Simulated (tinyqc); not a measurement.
# Fermi velocity from one capacitance

Question. At zero temperature and without traps graphene has Cq = 2 q^3 phi/(pi hbar^2 vF^2), charge Cq phi/2, 1/C_G = 1/Cox + 1/Cq and Vg = phi + Cq phi/(2 Cox). Find Cq, phi, vF and n.

Constants: q = 1.602176634e-19 C, hbar = 1.054571817e-34 J s. Results are converted to the units shown.

Vg = 3.1259290 V
C_G = 0.51659338 uF/cm^2
Cox = 0.54811639 uF/cm^2

Answer. The series relation gives Cq, the voltage relation phi = Vg/(1 + Cq/(2 Cox)), and the formula for Cq then vF.

Cq = 8.98 uF/cm^2
phi = 0.340 V
vF = 9.44e5 m/s
n = 9.53e12 cm^-2

Numbers from tinyqc (`OMP_NUM_THREADS=1 python tinyqc.py 2200126 2200127 out.jsonl`; about 0.01 s on one thread of a shared Intel Xeon 2.30GHz).
